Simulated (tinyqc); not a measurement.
From results back to parameters: linear model of a band gap against the share of exact exchange. Two cases, with inputs chosen for the exercise.

Problem. Gap and optical dielectric constant were computed at two shares alpha. They follow E = E0 + S alpha and eps = 1 + (e0 - 1)(EP/(EP + S alpha))^2.

Case 1.

Values chosen (out of a larger set: of the order of those of AlN; not measured data): al12 = (0.2, 0.3) (two shares of exact exchange).

gaps (eV): 5.96800  6.82200

eps: 4.246305  4.020880

Case 2.

Values chosen (out of a larger set: of the order of those of GaN; not measured data): al12 = (0.35, 0.4) (two shares of exact exchange).

gaps (eV): 4.58450  4.95800

eps: 4.625879  4.510506

Find: S; E0; EP; e0.

Solution. The two gaps give S and E0. With q = sqrt((eps1 - 1)/(eps2 - 1)) = (EP + S alpha2)/(EP + S alpha1), EP = S (alpha2 - q alpha1)/(q - 1); e0 follows from either eps.

Case 1.

S = 8.54 eV
E0 = 4.26 eV
EP = 21.6 eV
e0 = 4.78

Case 2.

S = 7.47 eV
E0 = 1.97 eV
EP = 20.3 eV
e0 = 5.62

Computed by tinyqc, one run a case: `OMP_NUM_THREADS=1 python tinyqc.py N N+1 out.jsonl` with N = 1880591, 1880615; one thread of a shared Intel(R) Xeon(R) Processor @ 2.30GHz, about 0.01 s a run at most.
